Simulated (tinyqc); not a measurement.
Power iteration on a symmetric matrix, step by step. One step of it, computed by the program tinyqc.

Task: Step 2. w = (A - shift) v; v' = w/|w| with its largest component positive (the first on a tie); lambda = v'^T A v'.

A:
```
           1          2          3          4
1   0.270000  -0.550000   0.398000  -0.241000
2  -0.550000   1.345000  -0.379000   0.514000
3   0.398000  -0.379000   2.505000  -0.139000
4  -0.241000   0.514000  -0.139000   2.943000
```

vector after step 1: -0.084262  0.199213  0.590909  0.777200

shift = 0.190000

Give: vector after step 2; Rayleigh quotient after step 2.

Result:

vector after step 2: -0.0273  0.1803  0.4590  0.8695

Rayleigh quotient after step 2 = 2.7911
